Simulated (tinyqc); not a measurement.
Ellipsometry and reflectance of a transparent film on an absorbing substrate: two steps of the calculation.

Air (index 1), film, substrate with N2 = n2 - i k2; time factor exp(+i w t). q_j = sqrt(N_j^2 - sin^2 th), root with positive real part. Fresnel coefficients r_s = (q_a - q_b)/(q_a + q_b), r_p = (N_b^2 q_a - N_a^2 q_b)/(N_b^2 q_a + N_a^2 q_b). tan(Psi) exp(i Delta) = R_p/R_s, Delta taken from 0 to 360 degrees.

Inputs (values chosen for the exercise); indices close to those of hafnium oxide on silicon:
```
symbol,value,unit,meaning
lam,632.8,nm,wavelength
th,65,degrees,angle of incidence
n1,2.046,,index of the transparent film
d,4.7,nm,film thickness
n2,3.882,,index of the substrate
k2,0.019,,extinction coefficient of the substrate
```

Problem 1. Interface coefficients and thickness period. q0, q1, q2 and the coefficients r01 and r12 for p and s; the results repeat in d with the period lam/(2 q1).

Give: q0; q1; q2; r01,p; r01,s; r12,p; r12,s; period.

Solution 1.

q0 = 0.4226
q1 = 1.834
q2 = 3.775-0.020i
r01,p = -0.01809
r01,s = -0.6255
r12,p = 0.2726-0.0021i
r12,s = -0.3460+0.0023i
period = 172.5 nm

Problem 2. Psi, Delta and reflectances. beta = 2 pi d q1/lam, X = exp(-2 i beta), R = (r01 + r12 X)/(1 + r01 r12 X) for p and s.

q1 = 1.8343179
r01,p = -0.018090690
r01,s = -0.62549383
r12,p = 0.27257472-0.00213477i
r12,s = -0.34595061+0.00227848i

Wanted: beta; X; R_p; R_s; Psi; Delta; |R_p|^2; |R_s|^2.

Solution 2.

beta = 0.085602 rad
X = 0.98538-0.17037i
R_p = 0.25131-0.04900i
R_s = -0.79718+0.02529i
Psi = 17.798 degrees
Delta = 170.78 degrees
|R_p|^2 = 0.065559
|R_s|^2 = 0.63614

The bare substrate gives Psi = 17.76 and Delta = 179.58 degrees.

Numbers from tinyqc (`OMP_NUM_THREADS=1 python tinyqc.py 2870109 2870110 out.jsonl`; about 0.01 s on one thread of a shared Intel Xeon 2.30GHz).
